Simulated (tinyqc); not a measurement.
Mass from the capacitance plateau.

Problem. Once one two-dimensional band is degenerate, Cq = q gv md m0 q/(pi hbar^2) and 1/C_G = 1/Cox + 1/Cq (no traps). Find Cq, md and the oxide-equivalent thickness 3.9 eps0/Cq that it adds.

Inputs (values chosen for the exercise):
- gv = 2 (valley degeneracy)

Constants: q = 1.602176634e-19 C, hbar = 1.054571817e-34 J s, m0 = 9.1093837015e-31 kg, eps0 = 8.8541878128e-14 F/cm where lengths are in cm. Results are converted to the units shown.

C_G on the plateau = 1.1321407 uF/cm^2
Cox = 1.1510444 uF/cm^2

Solution. Removing Cox from the series leaves Cq, which is proportional to gv md.

Cq = 68.94 uF/cm^2
md = 0.5150 m0
added thickness = 0.05009 nm

tinyqc, about 0.01 s, one thread, Intel Xeon 2.30GHz (shared host): `OMP_NUM_THREADS=1 python tinyqc.py 2200131 2200132 out.jsonl`
